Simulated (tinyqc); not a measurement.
Effective-mass impurity with a central-cell term, in a basis of Slater functions. Inputs raised by 2 %, one at a time. Computed by tinyqc, a small Python program. Command: `OMP_NUM_THREADS=1 python tinyqc.py 3005757 3005758 out.jsonl centralcell sens`. One thread of a shared host (Intel(R) Xeon(R) Processor @ 2.30GHz), about 0.01 s of CPU time with the checks.

The envelope obeys H = -nabla^2 - (2/r) [Z + A exp(-kappa r)] in effective units, with kappa = a*/lambda; positive A deepens the well near the core.

Inputs (values chosen for the exercise, for a model semiconductor):
```
quantity                   value      unit
effective mass m           0.132       m_0
dielectric constant eps     17.6         -
charge Z of the core           1         -
central-cell strength A       19         -
central-cell range lambda    1.4  angstrom
```

Impurity: acceptor, one isotropic band.

Constants: Ry = 13.605693123 eV; a_0 = 0.529177210903 angstrom.

Method:
- Units: Ry* = Ry m/eps^2 and a* = a_0 eps/m, with m in m_0.
- kappa = a*/lambda; the hydrogenic ground state is bound by Z^2 Ry*.
- For s functions exp(-zeta r), with s = zeta_i + zeta_j: S = 2/s^3, T = zeta_i zeta_j S, V = -2 Z/s^2, W = -2 A/(s + kappa)^2; each function is normalised by dividing by sqrt(S_ii S_jj).
- Large basis: zeta_i = 0.06 x 1.6^(i-1), i = 1..22, same formulas; for p functions r exp(-zeta r): S = 24/s^5, T = zeta_i zeta_j S (centrifugal term included), V = -12 Z/s^4, W = -12 A/(s + kappa)^4; overlap eigenvalues below 1e-11 are dropped.
- Binding energies are -E Ry*; the effective quantum number is nu = Z/sqrt(-E); |psi(0)|^2 is given relative to the hydrogenic Z^3/(pi a*^3).

Runs:
```
input moved                            from       to  1s binding energy (meV)  2s binding energy (meV)  2p binding energy (meV)  relative |psi(0)|^2
base run                                  -        -                   6.4431                   1.5266                   1.4495               8.8136
effective mass m (m_0)                0.132  0.13464                   6.6140                   1.5619                   1.4784               9.3876
dielectric constant eps                17.6   17.952                   6.1563                   1.4631                   1.3932               8.2943
central-cell strength A                  19    19.38                   6.4702                   1.5297                   1.4495               9.3455
central-cell range lambda (angstrom)    1.4    1.428                   6.4843                   1.5313                   1.4495               9.3876
```

Exponents ln(y'/y) / ln(x'/x):
```
input                      1s binding energy  2s binding energy  2p binding energy  relative |psi(0)|^2
effective mass m                       1.322              1.155                  1                3.186
dielectric constant eps               -2.299             -2.145                 -2               -3.067
central-cell strength A                0.212              0.102                  0                2.959
central-cell range lambda              0.322              0.155                  0                3.186
```

To which inputs is each result most sensitive?

Among the inputs moved here: 1s binding energy answers most in size to dielectric constant eps (exponent -2.299), next to effective mass m (+1.322). 2s binding energy answers most in size to dielectric constant eps (exponent -2.145), next to effective mass m (+1.155). 2p binding energy answers most in size to dielectric constant eps (exponent -2.000), next to effective mass m (+1.000); its exponent is below 0.0005 for central-cell strength A, central-cell range lambda. Its exponent +1.000 in effective mass m: a hydrogenic level scales as m/eps^2. Its exponent -2.000 in dielectric constant eps: a hydrogenic level scales as m/eps^2. Relative |psi(0)|^2 answers most in size to effective mass m (exponent +3.186), and about equally to central-cell range lambda (+3.186).

Caution (all rows): the density at the core is many times hydrogenic, so the result hangs on the model potential inside one cell, where the envelope picture is weak.
